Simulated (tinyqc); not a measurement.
What moves the results: free and nearly free electrons in a metal. A value that a table varies takes the place of the one given here.

The cubic cell holds 2 atoms: n = 2 z/a^3, kF = (3 pi^2 n)^(1/3), EF = c kF^2/m, vF = 2 c kF/(m hbar), c = hbar^2/2m0; rs = (3/(4 pi n))^(1/3)/a0; D(EF) = 3 n/(2 EF).

Square wire of width w with grain size w: rho/rho0 = 1/(1 - 3 al/2 + 3 al^2 - 3 al^3 ln(1 + 1/al)) + (3/4) (1 - p) l/w, with al = (l/w) Rg/(1 - Rg) (Mayadas-Shatzkes plus the thick-wire form of Fuchs-Sondheimer); l = hbar kF/(n e^2 rho), e = 1.602176634e-19 C.

Constants: hbar^2/2m0 = 3.80998211 eV angstrom^2; hbar = 6.58211957e-16 eV s; a0 (Bohr radius) = 0.5291772105 angstrom.

Parameters, chosen for this exercise (near those of W, whose d bands this model ignores; shifted at random, so the results belong to these values and not to a real crystal):
- a = 3.167 angstrom (bcc lattice constant)
- z = 2 (free electrons an atom)
- m = 1 m0 (mass)
- rho = 5.81 micro-ohm cm (bulk resistivity)
- p = 0.5 (specularity of the surfaces)
- Rg = 0.22 (reflection at grain boundaries)
- w = 10 nm (wire width)

## Resistivity of narrow wires

Wires:

| w (nm) | al | grain term (factor - 1) | surface term | rho (micro-ohm cm) |
|---|---|---|---|---|
| 200 | 0.012 | 0.018 | 0.016 | 6.01 |
| 100 | 0.025 | 0.036 | 0.033 | 6.21 |
| 50 | 0.049 | 0.072 | 0.065 | 6.61 |
| 30 | 0.082 | 0.120 | 0.109 | 7.14 |
| 20 | 0.123 | 0.178 | 0.163 | 7.79 |
| 14 | 0.175 | 0.253 | 0.233 | 8.63 |
| 10 | 0.246 | 0.351 | 0.327 | 9.74 |
| 7 | 0.351 | 0.496 | 0.466 | 11.40 |

l = 8.71 nm

At 7 nm the resistivity is 1.96 times the bulk value; grain boundaries add more (0.50 from grains, 0.47 from surfaces). The surface formula is meant for w above l = 9 nm, so the rows below that are rough.

## What sets the wire resistivity

All results formed anew. Each row changes one parameter from the base and keeps the others.

Results:

| case | EF (eV) | l (nm) | wire rho (micro-ohm cm) |
|---|---|---|---|
| base | 9.161 | 8.71 | 9.744 |
| a = 3.262 angstrom | 8.635 | 9.24 | 9.980 |
| m = 1.2 m0 | 7.634 | 8.71 | 9.744 |
| rho = 6.972 micro-ohm cm | 9.161 | 7.26 | 10.915 |
| p = 0.8 | 9.161 | 8.71 | 8.606 |
| Rg = 0.154 | 9.161 | 8.71 | 9.036 |
| w = 7 nm | 9.161 | 8.71 | 11.403 |

The largest shifts from the base row, up to three for each result and ties (the steps differ in size, so this ranks the rows, not the parameters). EF (eV): m -1.527, a -0.526; unchanged at the printed digits by rho, p, Rg and w. l (nm): rho -1.45, a +0.53; unchanged at the printed digits by m, p, Rg and w. wire rho (micro-ohm cm): w +1.659, rho +1.171, p -1.138; unchanged at the printed digits by m. The mass drops out of l at given rho, because vF falls and tau rises by the same factor.

tinyqc: `OMP_NUM_THREADS=1 python tinyqc.py 1651703 1651704 out.jsonl`; about 0.01 s, one thread, shared Intel(R) Xeon(R) Processor @ 2.30GHz.
